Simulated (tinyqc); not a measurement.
## Resistance of a source-drain extension with a graded tip: effect of the gate overdrive

y runs along the channel, the gate covers y > 0. The doping is N0 for y < y0 and N0 10^(-(y - y0)/la) beyond, uniform over the depth xj. Sheet conductance s(y) = q mu(N) max(N - Nch, 0) xj + (for y > 0) ma Cox Vo, with mu(N) = u0 + (u1 - u0)/(1 + (N/Nr)^au) and Cox = eps0 eox/tox. Current is taken as one-dimensional; depletion of the tip, spreading and the contact are left out. The metallurgical junction lies at yj, where N = Nch.

R_spacer = integral of dy/s from -Ls to 0, R_ov from 0 to yj, R_channel = (Lg - 2 yj)/(ma Cox Vo), R_total = 2 R_spacer + 2 R_ov + R_channel. Electrical length L_eff = ma Cox dR_total/d(1/Vo); R_series = R_total - L_eff/(ma Cox Vo).

Values chosen for this exercise; mobility law close to that of electrons in silicon: relative permittivity of the gate insulator (close to zirconium oxide) eox = 24.5; insulator thickness tox = 6.6 nm; active doping of the extension far from the gate N0 = 1.3e20 cm^-3; lateral abruptness la = 3 nm/decade; position under the gate where the fall begins (gate edge at 0) y0 = 2.6 nm; depth of the extension xj = 7 nm; channel doping Nch = 6.7e17 cm^-3; spacer length Ls = 6 nm; mobility of the gate-induced layer ma = 110 cm^2/(V s); mobility at low doping u1 = 1414 cm^2/(V s); mobility at high doping u0 = 68.5 cm^2/(V s); reference doping Nr = 9.2e16 cm^-3; exponent au = 0.711; gate length Lg = 90 nm.

Constants: q = 1.602176634e-19 C, eps0 = 8.8541878128e-14 F/cm where lengths are in cm. Results are converted to the units shown.

The same in every row: yj (nm) = 9.464; R_spacer (ohm um) = 5.428.

Effect of the gate overdrive:
```
Vo (V)  R_ov (ohm um)  R_channel (ohm um)  R_total (ohm um)  L_eff (nm)  R_series (ohm um)
0.15            50.57                1311              1423       74.08              56.47
0.3             33.77               655.3             733.7       75.58              36.87
0.45            26.13               436.8             500.0       76.60              29.13
0.6             21.60               327.6             381.7       77.39              24.93
0.75            18.54               262.1             310.0       78.03              22.28
0.9             16.32               218.4             261.9       78.58              20.44
1.05            14.62               187.2             227.3       79.05              19.08
1.2             13.28               163.8             201.2       79.48              18.04
```

As Vo goes from 0.15 to 1.2, R_total falls from 1420 to 201 ohm um, L_eff rises from 74.1 to 79.5 nm and R_series falls from 56.5 to 18.0 ohm um. Both extracted quantities depend on the overdrive at which they are taken.

Computed by the program tinyqc: `OMP_NUM_THREADS=1 python tinyqc.py 2282272 2282273 out.jsonl`, one thread of a shared Intel Xeon 2.30GHz, about 0.03 s for the whole run.
